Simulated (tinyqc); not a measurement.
Surface photovoltage measurement of the minority-carrier diffusion length in a wafer: one step, computed by the program tinyqc. Command: `OMP_NUM_THREADS=1 python tinyqc.py 3130409 3130410 out.jsonl spv walk`. One thread of a shared host (Intel(R) Xeon(R) Processor @ 2.30GHz), about 0.01 s of CPU time with the checks.

Low injection, steady light, a depletion layer much thinner than 1/alpha and L. The excess density dn is taken at the front edge of the neutral region; light that reaches the back is lost.

Task: The linear plot. alpha = (84.732/lambda - 76.417)^2 per cm with lambda in micrometre (an empirical fit for silicon between 0.7 and 1.05 micrometre). Thick wafer: dn = Phi L/((S_f + D/L)(L + 1/alpha)). Finite wafer, with s = S_b L/D, w = W/L, a = alpha L: dn = [Phi a/(a^2 - 1)] [a - B - exp(-alpha W)(a - s)/(cosh w + s sinh w)]/(S_f + B D/L), B = (sinh w + s cosh w)/(cosh w + s sinh w). Readings y = (Phi/dn) (1 + noise x g) at 780, 830, 880, 920, 950, 975 and 995 nm; a least-squares line y = c (1/alpha + L_app) gives L_app = intercept/slope.

Inputs (values chosen for the exercise, modelled on p-type silicon at room temperature):
```
quantity                            value        unit
diffusion length L                     16  micrometre
wafer thickness W                     625  micrometre
diffusivity D                        26.4      cm^2/s
front recombination velocity S_f      190        cm/s
back recombination velocity S_b      1400        cm/s
photon flux entering              1.8e+13  1/(cm^2 s)
relative noise of each reading        0.2           %
```

normal deviates g for the noise: -0.95  0.83  0.00  1.27  0.02  -0.92  -1.04

Give: the table «Readings» with the columns 1/alpha (micrometre), y (cm/s), line (cm/s), for lambda (nm) = 780, 830, 880, 920, 950, 975, 995; slope; apparent length L_app; error of L_app (rounded to 0.001).

Result:

Readings:
```
lambda (nm)  1/alpha (micrometre)   y (cm/s)  line (cm/s)
780                           9.6  2.669e+04    2.682e+04
830                          15.2  3.257e+04    3.258e+04
880                          25.3  4.311e+04    4.314e+04
920                          40.7  5.925e+04    5.909e+04
950                          61.3  8.061e+04    8.054e+04
975                          90.9  1.113e+05    1.114e+05
995                         130.9  1.529e+05    1.529e+05
```

slope = 1040 cm/(s micrometre)

apparent length L_app = 16.14 micrometre

error of L_app (rounded to 0.001) = 0.89 %

At W/L = 39.1 the finite thickness shifts L_app by less than 0.05 %. S_f scales all readings alike and leaves L_app unchanged.
